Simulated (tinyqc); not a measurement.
## Surface Green function of a square-lattice strip three rows wide, Sancho-Rubio decimation: effect of the broadening

A semi-infinite lead of cells 0, 1, 2, ... with H0 inside a cell and H1 = <cell i|H|cell i + 1>. A cell is one column of three sites. z = E + i eta.

Start with e_s = e = H0, a = H1, b = H1^dagger. Each round: g = (z - e)^(-1); e_s <- e_s + a g b; e <- e + a g b + b g a; a <- a g a; b <- b g b (all with the old a, b). Round k joins cells 2^k apart. Stop when the largest entry of the matrices a and b is below 1e-12 eV; g_s = (z - e_s)^(-1), bulk (z - e)^(-1), density of states -Im Tr/pi. The last column counts the steps of the plain recursion g <- (z - H0 - H1 g H1^dagger)^(-1), one cell a step from g = (z - H0)^(-1), until no entry changes by more than 1e-8 1/eV.

Inputs (values chosen for the exercise):
- E = 1.65 eV (energy)

H0 (eV):
```
	1	2	3
1	-0.47	-0.46	0
2	-0.46	-0.02	-0.46
3	0	-0.46	-0.06
```

H1 (eV):
```
	1	2	3
1	-1	0	0
2	0	-1	0
3	0	0	-1
```

Effect of the broadening:
```
eta (eV)	rounds	surface density of states (1/eV)	plain steps
0.3	8	0.3538	52
0.1	9	0.3566	156
0.04	11	0.3610	391
0.02	12	0.3638	784
0.01	13	0.3656	1568
0.004	14	0.3668	3922
```

The rounds go from 8 to 14 and the plain steps from 52 to 3922. Inside a band the plain recursion needs a number of steps that grows as 1/eta, the decimation only as log2(1/eta). The density of states tends to 0.3676 1/eV as eta goes to zero; the first row is 3.7 % below that and the last 0.23 % below it.

Computed by the program tinyqc: `OMP_NUM_THREADS=1 python tinyqc.py 2680037 2680038 out.jsonl`, one thread of a shared Intel Xeon 2.30GHz, about 0.07 s for the whole run.
